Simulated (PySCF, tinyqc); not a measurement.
Inside a calculation. Method: G0W0 on RHF in the sto-3g basis, for H4, spin multiplicity 1. The lowest restricted solution is unstable here: a spin-polarised one lies 0.0017 hartree lower (PySCF). One step of it, computed by the program tinyqc.

Problem. Iteration 3 (converged): orbitals. Diagonalise F' = X^T F X, C = X C', fill 2 alpha and 2 beta electrons from the bottom; D = 2 C_occ C_occ^T. Each column has its largest component positive (the first on a tie).

converged F (hartree), order 1H 1s, 2H 1s, 3H 1s, 4H 1s:
```
[[-0.240414, -0.463448, -0.185937, -0.157700],
 [-0.463448, -0.240414, -0.157700, -0.185937],
 [-0.185937, -0.157700, -0.240414, -0.463448],
 [-0.157700, -0.185937, -0.463448, -0.240414]]
```

X, order 1H 1s, 2H 1s, 3H 1s, 4H 1s:
```
[[1.115381, -0.264580, -0.120617, 0.003999],
 [-0.264580, 1.115381, 0.003999, -0.120617],
 [-0.120617, 0.003999, 1.115381, -0.264580],
 [0.003999, -0.120617, -0.264580, 1.115381]]
```

Give: F' = X^T F X; orbital energies; coefficients C; D after iteration 3.

Solution.

F' = X^T F X (hartree):
```
[[-0.006, -0.444, -0.122, 0.009],
 [-0.444, -0.006, 0.009, -0.122],
 [-0.122, 0.009, -0.006, -0.444],
 [0.009, -0.122, -0.444, -0.006]]
```

orbital energies (hartree): [-0.565, -0.337, 0.307, 0.569]

coefficients C, order 1H 1s, 2H 1s, 3H 1s, 4H 1s:
```
[[0.367, 0.484, 0.628, 0.752],
 [0.367, 0.484, -0.628, -0.752],
 [0.367, -0.484, 0.628, -0.752],
 [0.367, -0.484, -0.628, 0.752]]
```

D after iteration 3, order 1H 1s, 2H 1s, 3H 1s, 4H 1s:
```
[[0.737, 0.737, -0.198, -0.198],
 [0.737, 0.737, -0.198, -0.198],
 [-0.198, -0.198, 0.737, 0.737],
 [-0.198, -0.198, 0.737, 0.737]]
```
